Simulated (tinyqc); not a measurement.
# Six-transistor SRAM cell, nodal equations and margins: effects of single changes

Two cross-coupled inverters (pull-down bn, pull-up bp) hold the nodes Q and QB; access transistors (ba, threshold VTn, gate on the word line at Vdd when selected) join them to the bit lines. Transistor (EKV form, voltages against the body): I = 2 n b Vt^2 [F(vp - Vs) - F(vp - Vd)] from drain to source, F(v) = ln^2(1 + exp(v/(2 Vt))), vp = (Vg - VT + sg |Vd - Vs|)/n. n-channel bodies are at 0; for the p-channel device all voltages are counted down from Vdd. b in uA/V^2 gives I in uA. For an access transistor the bit line is the drain and the node the source. In a read both bit lines are at Vdd. The cell is symmetric (no mismatch).

Values chosen for this exercise:
- T = 325 K (temperature)
- Vdd = 0.6 V (supply voltage)
- n = 1.22 (slope factor)
- sg = 0.113 (drain-induced barrier lowering)
- VTn = 0.42 V (n-channel threshold)
- VTp = 0.27 V (p-channel threshold (magnitude))
- bn = 220 uA/V^2 (gain factor of the pull-down transistor)
- ba = 110 uA/V^2 (gain factor of the access transistor)
- bp = 66 uA/V^2 (gain factor of the pull-up transistor)

Constants: q = 1.602176634e-19 C, kB = 1.380649e-23 J/K, Vt = kB T/q. Results are converted to the units shown.

Each table varies one quantity; the others keep the values above.

## Effect of the gain factor of the access transistor

f(x) is the node voltage of one half-cell for input x: In = Ip in hold, In = Ip + Ia in a read. Static noise margin: side of the largest square between the curve (x, f(x)) and its mirror image (f(y), y); with h(c) the root x of f(x) - x = c, it is the maximum over c > 0 of h(c) - h(-c) + c. Q is the low node in a read and Iread the current of its access transistor. The write trip is the voltage to which the bit line of the high node must fall (the other staying at Vdd) for that state to vanish; higher is easier, and a negative value means that a grounded bit line does not write.

The same in every row: hold margin (mV) = 213.1.

Effect of the gain factor of the access transistor:

| ba (uA/V^2) | read margin (mV) | Q in a read (mV) | Iread (uA) | write trip (mV) |
|---|---|---|---|---|
| 55 | 165.2 | 29.26 | 1.013 | -21.66 |
| 76 | 158.9 | 37.53 | 1.264 | 16.43 |
| 110 | 151.5 | 48.77 | 1.582 | 52.86 |
| 150 | 145.2 | 59.54 | 1.861 | 78.81 |
| 210 | 138.3 | 72.32 | 2.162 | 103.3 |
| 290 | 131.7 | 85.30 | 2.433 | 124.0 |

As ba goes from 55 to 290 uA/V^2, the read margin falls from 165 to 132 mV, the write trip rises from -21.7 to 124 mV and Iread rises from 1.01 to 2.43 uA. The read margin is 0.78 of the hold margin in the first row and 0.62 in the last. Read stability and write ability pull in opposite directions. At ba = 55 uA/V^2 the write trip is negative: the cell cannot be written without assist.

## Effect of the n-channel threshold

Same model as above.

Results:

| VTn (V) | hold margin (mV) | read margin (mV) | Q in a read (mV) | Iread (uA) | write trip (mV) |
|---|---|---|---|---|---|
| 0.2 | 183.2 | 74.73 | 76.82 | 6.030 | 215.7 |
| 0.26 | 205.5 | 102.3 | 68.23 | 4.545 | 167.2 |
| 0.38 | 220.7 | 141.3 | 53.08 | 2.179 | 80.79 |
| 0.44 | 207.3 | 156.2 | 46.83 | 1.321 | 38.88 |
| 0.5 | 185.4 | 165.0 | 42.06 | 0.6922 | -3.205 |

Estimate the missing row, VTn = 0.32 V.

Computed row:

| VTn (V) | hold margin (mV) | read margin (mV) | Q in a read (mV) | Iread (uA) | write trip (mV) |
|---|---|---|---|---|---|
| 0.32 | 219.7 | 124.1 | 60.33 | 3.256 | 123.2 |

With this row back in the table: As VTn goes from 0.2 to 0.5 V, the read margin rises from 74.7 to 165 mV, the write trip falls from 216 to -3.20 mV and Iread falls from 6.03 to 0.692 uA. The read margin is 0.41 of the hold margin in the first row and 0.89 in the last. Read stability and write ability pull in opposite directions. At VTn = 0.2 V the read margin is under 100 mV, which threshold mismatch, left out here, can use up in a large array. At VTn = 0.5 V the write trip is negative: the cell cannot be written without assist.

Numbers from tinyqc (`OMP_NUM_THREADS=1 python tinyqc.py 2340018 2340019 out.jsonl`; about 0.1 s on one thread of a shared Intel Xeon 2.30GHz).
